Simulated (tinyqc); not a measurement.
# Changing the contact angle on the substrate theta

Model: capillary instabilities by surface diffusion: grooving and agglomeration of films, edge retraction, wire break-up and smoothing of roughness. Computed by tinyqc, a small Python program. Command: `OMP_NUM_THREADS=1 python tinyqc.py 3005289 3005290 out.jsonl dewet sweep`. One thread of a shared host (Intel(R) Xeon(R) Processor @ 2.30GHz), about 0.01 s of CPU time with the checks.

Isotropic surface energy; shapes change by surface diffusion alone.

Inputs (values chosen for the exercise, of the order of those of a copper film):
```
quantity,value,unit
surface energy gamma_s,1.7,J/m^2
atomic volume Omega,11.8,angstrom^3
surface sites nu,15,1/nm^2
prefactor D0,6.1e-05,m^2/s
activation energy Q,1.05,eV
temperature T,501,K
time t,18,s
film thickness h,6,nm
```

Constants: k_B = 8.617333262e-05 eV/K; k_B = 1.380649e-23 J/K.

Method. B = D_s nu gamma_s Omega^2/(k_B T), D_s = D0 exp(-Q/(k_B T)). A rim shaped as a circular segment with contact angle theta holds the area h x; its radius r obeys r^2 (theta - sin theta cos theta) = h x. To advance, the edge must carry a strip of the rim height H = r (1 - cos theta) over the rim, driven by the curvature 1/r over the distance r theta (the scaling argument of Brandon and Bradshaw): H dx/dt = B/(theta r^2) gives x^(5/2) = (5/2) B t c^(3/2)/(theta (1 - cos theta) h^(3/2)), c = theta - sin theta cos theta.

One run for each value:
```
contact angle on the substrate theta (degrees),retraction x (nm),rim height H (nm)
30.0,15.979,4.359
48.6,20.533,6.335
67.1,23.542,8.054
85.7,25.285,9.558
104.0,25.915,10.816
141.0,24.733,12.605
160.0,23.454,13.039
```

Give the missing row, contact angle on the substrate theta (degrees) = 123.0.

Computed row:
```
contact angle on the substrate theta (degrees)  retraction x (nm)  rim height H (nm)
123.0                                                      25.634             11.872
```

Interpolating between the two neighbouring rows (the first column on a logarithmic scale, the others too where they are positive) misses most in retraction x (nm), by 1.5 %. Over the rows, retraction x (nm) goes from 16.0 through a maximum among these rows, 25.9 at 104, to 23.5; rim height H (nm) rises from 4.36 to 13.0 (exponent d ln y / d ln x 0.78 between the first rows and 0.27 between the last).

Caution (rows 30.0, 48.6, 67.1): the rim is not yet high against the film, as the scaling law assumes.

Extremes, crossings and ranges named in words are read from the listed rows.
